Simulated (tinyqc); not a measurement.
# Changing the diameter d

Model: single-domain magnet: Stoner-Wohlfarth switching, Neel-Arrhenius retention, LLG dynamics and spin torque. Computed by tinyqc, a small Python program. Command: `OMP_NUM_THREADS=1 python tinyqc.py 3022934 3022935 out.jsonl macro sweep`. One thread of a shared host (Intel(R) Xeon(R) Processor @ 2.30GHz), about 0.01 s of CPU time with the checks.

The moment is uniform, with unit vector m; z is the easy axis. mu_0 = 1.25663706212e-6 T m/A, gamma = 1.76085963023e11 rad/(s T).

Inputs (values chosen for the exercise, for a model magnet):
```
quantity                      value    unit
saturation magnetisation M_s   1110    kA/m
aspect ratio p                  4.8       -
bulk anisotropy K_u              11  kJ/m^3
exchange stiffness A             25    pJ/m
temperature T                   358       K
attempt frequency f0             10     GHz
waiting time t_w              0.001       s
damping alpha                 0.062       -
spin-torque efficiency eta     0.71       -
drive I/I_c0                    4.5       -
```

Shape: prolate spheroid, easy axis along it.

Constants: k_B = 1.380649e-23 J/K; e = 1.602176634e-19 C; hbar = 1.054571817e-34 J s.

Method:
- N_z = [p ln(p + sqrt(p^2 - 1))/sqrt(p^2 - 1) - 1]/(p^2 - 1); V = pi d^3 p/6; K_eff = K_u + K_shape, K_shape = -(mu_0 M_s^2/4)(3 N_z - 1); mu_0 H_K = 2 K_eff/M_s.
- Delta = K_eff V/(k_B T); tau = exp(Delta)/f0; probability of a flip within t_w: P = 1 - exp(-t_w/tau). Wall width parameter sqrt(A/K_eff); a two-domain state costs 4 sqrt(A K_eff) times the cross-section that the wall cuts (pi d^2/4).
- For axial symmetry and a polariser along z: I_c0 = (4 e alpha/(hbar eta)) K_eff V; relaxation time tau_D = (1 + alpha^2)/(alpha gamma mu_0 H_K); thermal start angle theta_0 = 1/sqrt(2 Delta); switching time about tau_D ln(pi/(2 theta_0))/(I/I_c0 - 1); precession frequency gamma mu_0 H_K/(2 pi (1 + alpha^2)).

One run for each value; columns: (1) diameter d (nm); (2) stability factor Delta; (3) barrier of the wall path / k_B T; (4) K_eff (kJ/m^3); (5) critical current I_c0 (microampere); (6) log10 of tau in s:
```
(1)     (2)    (3)    (4)   (5)    (6)
5.6    29.4   57.2  329.5    77    2.8
6.8    52.7   84.4  329.5   138   12.9
8.4    99.3  128.7  329.5   260   33.1
10.0  167.6  182.4  329.5   439   62.8
13.0  368.1  308.3  329.5   966  149.9
15.0  565.5  410.5  329.5  1483  235.6
```

Over the rows, stability factor Delta rises from 29.4 to 565 (exponent d ln y / d ln x about 3.0 throughout); barrier of the wall path / k_B T rises from 57.2 to 410 (exponent d ln y / d ln x about 2.0 throughout); K_eff (kJ/m^3) does not change. The exponent of stability factor Delta stays at 3: the volume of the spheroid. The wall path becomes the cheaper one between d = 10.0 and 13.0 nm; beyond that the true barrier follows the lower of the two. Left out: 19.0, 23.0, 28.0 (the barrier is out of range).

Caution (rows 13.0, 15.0): a domain wall can cross the element at lower cost, so the single-domain barrier is an upper bound.

Extremes, crossings and ranges named in words are read from the listed rows.
